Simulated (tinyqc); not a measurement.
Valence-band offset from core levels (Kraut method), with the dipole against the affinity rule: one step of the calculation.

Binding energies are counted downwards from the Fermi level. dEv > 0 means that the valence edge of B lies below that of A, dEc > 0 that the conduction edge of B lies above that of A; dEc + dEv = EgB - EgA. The spectra are made-up values treated as data.

Task. Valence-band maximum of bare A. Fit a straight line to the leading edge by least squares; the maximum vA lies where it meets the background.

Inputs (values chosen for the exercise):
- bg = 32 (background counts in the gap)

```
point	binding energy (eV)	counts on the leading edge
0	0.8	406
1	0.92	588
2	1.04	763
3	1.16	950
4	1.28	1135
5	1.4	1295
```

Wanted: slope; intercept; vA.

Result.

slope = 1493.6 counts/eV
intercept = -786.76 counts
vA = 0.54819 eV

Numbers from tinyqc (`OMP_NUM_THREADS=1 python tinyqc.py 2410128 2410129 out.jsonl`; about 0.01 s on one thread of a shared Intel Xeon 2.30GHz).
